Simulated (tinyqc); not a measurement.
Range and order of the fit: effective mass of the light-hole band from tabulated energies.

c = hbar^2/2m0. A uniform scatter of up to 0.3 meV has been added to mimic numerical noise.
Constants: hbar^2/2m0 = 3.80998211 eV angstrom^2.

Energies along [111], from the band edge downward:
```
k (1/angstrom)   E (meV)
0.000000         0.00000
0.002100         1.40600
0.004200         4.41790
0.006300         9.99860
0.008400        17.09450
0.010500        25.18500
0.012600        35.17570
0.014700        45.43440
0.016800        57.04980
```

reference mass (curvature of the model at k = 0.0001 1/angstrom) = 0.014791 m0

Least-squares fits of E = a k^2 (+ b k^4 + d k^6) over points 1 to n, and the line y = c k^2/E against E; errors of m against the reference.

Results:
```
n  E at point n (meV)  one term (%)  two terms (%)  three terms (%)  line (%)  rms residual, one term (meV)
3                10.0          2.07          -1.05           -27.06    -16.14                         0.171
4                17.1          5.11          -1.83            -2.09    -12.33                         0.239
5                25.2          9.87          -2.76            -1.29    -10.84                         0.537
6                35.2         13.42           0.60            -4.94     -9.10                         0.735
7                45.4         17.91           1.47            -1.57     -8.17                         1.177
8                57.0         22.18           3.66            -1.57     -7.24                         1.621
```

The error of the parabola goes from +2.07 to +22.18 % as the range widens, and at n = 8 its residual, 1.62 meV, is only 2.8 % of the top energy: a small residual does not vouch for the mass. Over the full range (n = 8) the best form is three terms (1.57 %); the line errs by -16.14 % at n = 3 and -7.24 % at n = 8. Many terms on few points amplify the scatter: three terms err by -27.1 % at n = 3 but by -1.6 % at n = 8.

Run: tinyqc, `OMP_NUM_THREADS=1 python tinyqc.py 1880302 1880303 out.jsonl`; Intel(R) Xeon(R) Processor @ 2.30GHz, one thread, shared host; about 0.01 s of CPU time with all checks.
